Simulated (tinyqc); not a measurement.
Two-band k.p model of the Delta valleys near the X point under shear strain, step by step. Values are carried at full precision from step to step, so a last printed digit may differ when a step is redone from the rounded ones.

Constants: hbar^2/2m0 = 3.80998211 eV angstrom^2.

Parameters, chosen for this exercise (near those of Si; the results hold for these values, not for the real material): a = 5.433 angstrom (lattice constant); ml = 0.909 m0 (longitudinal mass); mt = 0.196 m0 (transverse mass); kx0 = 0.143 2 pi/a (distance of the minimum from X); D = 14 eV (shear deformation potential); Mp = 0.245 m0 (coupling mass); exy = 0.0013 (shear strain); k = (-0.038, 0.011, 0.118) 1/angstrom (wave vector from X).

## Scales

k0 = kx0 2 pi/a; Delta = 2 c k0^2/ml with c = hbar^2/2m0, half the splitting of the two bands at k0; eta = D exy/Delta measures the shear coupling against it.

k0 = 0.16538 1/angstrom
Delta = 0.22927 eV
eta = 0.0794
splitting of the two bands at X, 2 |D exy| = 0.0364 eV

## The Hamiltonian at one k

Valley pair on the [001] axis, kz counted from the X point, c = hbar^2/2m0, k0 = kx0 2 pi/a. H = (c kz^2/ml + c (kx^2 + ky^2)/mt + c k0^2/ml) 1 + (2 c k0 kz/ml) sigma_z + (D exy - 2 c kx ky/Mp) sigma_x, so E = c kz^2/ml + c (kx^2 + ky^2)/mt + c k0^2/ml -/+ sqrt((2 c k0 kz/ml)^2 + (D exy - 2 c kx ky/Mp)^2). Without strain the lower band has its minima, E = 0, at kz = +/- k0. Shifts from diagonal strain are left out.

Fill in the 2 x 2 matrix (sigma_z diagonal) and give its levels.

H(k) (eV):
```
        1       2
1  0.3670  0.0312
2  0.0312  0.0398
```

levels (eV): 0.0369  0.3700

## Position, depth and masses of the minimum

For |eta| < 1: k_min = k0 sqrt(1 - eta^2), E_min = -Delta eta^2/2, ml(eta) = ml/(1 - eta^2), 1/m[110] = 1/mt + eta/Mp, 1/m[1-10] = 1/mt - eta/Mp. For |eta| > 1 the minimum sits at X: E_min = -Delta (2 |eta| - 1)/2, ml(eta) = ml/(1 - 1/|eta|), and eta is replaced by its sign in the transverse masses.

k_min = 0.1649 1/angstrom
E_min = -0.72 meV
ml(eta) = 0.915 m0

masses along [110] and [1-10] (m0): 0.1843  0.2093

The minimum has moved 0.3 % of the way to X; electrons are lighter along [110] (-6.0 % against mt) and heavier across (+6.8 %).

## The two bands along kz

kx = ky = 0, kz from 0 to 1.6 k0 in steps of 0.2 k0, with and without the strain.

Levels (eV):
```
kz/k0  kz (1/angstrom)    lower   upper  lower, no strain  upper, no strain
0.0             0.0000   0.0964  0.1328            0.1146            0.1146
0.2             0.0331   0.0699  0.1686            0.0734            0.1651
0.4             0.0662   0.0395  0.2265            0.0413            0.2247
0.6             0.0992   0.0171  0.2947            0.0183            0.2935
0.8             0.1323   0.0037  0.3723            0.0046            0.3714
1.0             0.1654  -0.0007  0.4593            0.0000            0.4585
1.2             0.1985   0.0040  0.5554            0.0046            0.5548
1.4             0.2315   0.0178  0.6608            0.0183            0.6603
1.6             0.2646   0.0408  0.7754            0.0413            0.7749
```

## Checks

- Depth of the minimum by numerical search against the closed form (eV): both -0.000722.
- Mass along [110] by finite differences against the closed form: both 0.1843.

Program tinyqc; command `OMP_NUM_THREADS=1 python tinyqc.py 1080834 1080835 out.jsonl`; about 0.01 s on one thread of a shared Intel(R) Xeon(R) Processor @ 2.30GHz.
